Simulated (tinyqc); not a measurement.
# A barrier in a uniform field, exact transmission by Airy functions: effects of single changes

The left lead has its band edge at 0, the barrier edge falls as U(x) = U0 - F x with F = V/d for 0 < x < d, and the right lead has its edge at -V. No transverse momentum; C = hbar^2/(2 m0); psi and psi'/m are continuous. M carries (psi, psi'/m) across the barrier.

Parameters, values chosen for the exercise; U0 - E and the mass are of the order of those of aluminium oxide on silicon; the mass of the right lead is set freely: mass in the left lead mL = 0.71 m0; barrier edge at x = 0 U0 = 3 eV; mass in the barrier m1 = 0.39 m0; electron energy E = 0.39 eV; barrier width d = 1.3 nm; voltage across the barrier V = 0.69 V; mass in the right lead mR = 1.2 m0.

Constants: q = 1.602176634e-19 C, hbar = 1.054571817e-34 J s, m0 = 9.1093837015e-31 kg, hbar^2/(2 m0) = 0.0380998212 eV nm^2. Results are converted to the units shown.

Each table varies one quantity; the others keep the values above.

## Exact and WKB transmission against energy

Energy scale e = (C F^2/m1)^(1/3), z(x) = (U(x) - E)/e, s = (dz/dx)/m1 = -F/(e m1); v = k/m in a lead. With a = Ai, a' = Ai', b = Bi, b' = Bi' at z1 (left edge) and z2 (right edge): M11 = pi (a2 b1' - b2 a1'), M12 = (pi/s)(b2 a1 - a2 b1), M21 = pi s (a2' b1' - b2' a1'), M22 = pi (b2' a1 - a2' b1). With M acting on (psi, psi'/m) and v = k/m in each lead, T(E) = 4 vL vR/[(vL vR M12 - M21)^2 + (vR M11 + vL M22)^2]. WKB: exp(-S), S = (4/(3 F)) sqrt(m1/C) [max(U0 - E, 0)^1.5 - max(U0 - F d - E, 0)^1.5].

Exact and WKB transmission against energy:

| E (eV) | T(E), exact | exp(-S) | ratio |
|---|---|---|---|
| 0.15 | 1.612e-6 | 1.935e-6 | 0.8328 |
| 0.5 | 9.144e-6 | 5.039e-6 | 1.815 |
| 0.85 | 3.792e-5 | 1.425e-5 | 2.661 |
| 1.2 | 1.519e-4 | 4.494e-5 | 3.381 |
| 1.55 | 6.373e-4 | 1.652e-4 | 3.857 |
| 1.9 | 0.002970 | 7.752e-4 | 3.831 |
| 2.25 | 0.01639 | 0.006083 | 2.694 |
| 2.6 | 0.1116 | 0.1309 | 0.8522 |
| 2.95 | 0.5887 | 0.9141 | 0.6440 |
| 3.3 | 0.8847 | 1.000 | 0.8847 |

The exact T(E) rises from 1.61e-6 to 0.885, and the ratio to WKB moves up and down between 0.644 and 3.86. Above U0 = 3 eV WKB gives 1, while the exact value is 0.885: reflection over the barrier.

## Exact and WKB transmission against voltage

Same model as above.

Exact and WKB transmission against voltage:

| V (V) | z2 | T(E), exact | exp(-S) | ratio |
|---|---|---|---|---|
| 0.783 | 5.562 | 6.746e-6 | 4.227e-6 | 1.596 |
| 1.414 | 2.455 | 2.195e-5 | 1.111e-5 | 1.975 |
| 2.045 | 0.9070 | 7.274e-5 | 3.421e-5 | 2.126 |
| 2.675 | -0.08724 | 2.535e-4 | 1.598e-4 | 1.586 |
| 3.306 | -0.8111 | 9.045e-4 | 8.476e-4 | 1.067 |
| 3.937 | -1.376 | 0.002802 | 0.002633 | 1.064 |
| 4.568 | -1.839 | 0.006131 | 0.005982 | 1.025 |
| 5.198 | -2.231 | 0.01061 | 0.01112 | 0.9538 |
| 5.829 | -2.570 | 0.01849 | 0.01810 | 1.022 |
| 6.46 | -2.871 | 0.03451 | 0.02679 | 1.288 |
| 7.091 | -3.140 | 0.05962 | 0.03697 | 1.613 |
| 7.721 | -3.384 | 0.07480 | 0.04838 | 1.546 |
| 8.352 | -3.608 | 0.07263 | 0.06082 | 1.194 |

What does the comparison show?

The exact T(E) goes from 6.75e-6 through a maximum of 0.0748 (at V = 7.721 V among the rows listed) to 0.0726. The ratio to WKB lies between 0.954 and 2.13. For V above U0 - E = 2.61 V (z2 < 0) the ratio turns 2 time(s) among the rows: the wave runs freely over the last part of the barrier and is partly reflected at x = d, and the two waves interfere. In 12 of the 13 rows the field exceeds 10 MV/cm (up to 64.2), more than most dielectrics sustain; the model ignores breakdown.

## Effect of the width at fixed voltage

Same model as above.

Effect of the width at fixed voltage:

| d (nm) | T(E), exact | exp(-S) | ratio |
|---|---|---|---|
| 0.7 | 0.0018153 | 0.0011891 | 1.5267 |
| 0.9 | 2.6500e-4 | 1.7360e-4 | 1.5265 |
| 1.1 | 3.8701e-5 | 2.5345e-5 | 1.5269 |
| 1.3 | 5.6518e-6 | 3.7003e-6 | 1.5274 |
| 1.5 | 8.2535e-7 | 5.4023e-7 | 1.5278 |
| 1.7 | 1.2052e-7 | 7.8873e-8 | 1.5281 |
| 1.9 | 1.7599e-8 | 1.1515e-8 | 1.5284 |
| 2.1 | 2.5698e-9 | 1.6812e-9 | 1.5286 |

The exact T(E) falls from 0.00182 to 2.57e-9, on average 4.18 decades a nanometre; WKB loses 4.18, the same in every interval because S is proportional to d at fixed V. The ratio stays at 1.53. In 1 of the 8 rows a layer is thinner than 0.8 nm, a few atomic planes, where an effective mass is a rough description.

Range of the model: Masses are held fixed, although real bands cease to be parabolic a few tenths of an eV from their edges.

Program tinyqc, `OMP_NUM_THREADS=1 python tinyqc.py 2580046 2580047 out.jsonl`; Intel Xeon 2.30GHz, shared host, one thread, about 0.01 s.
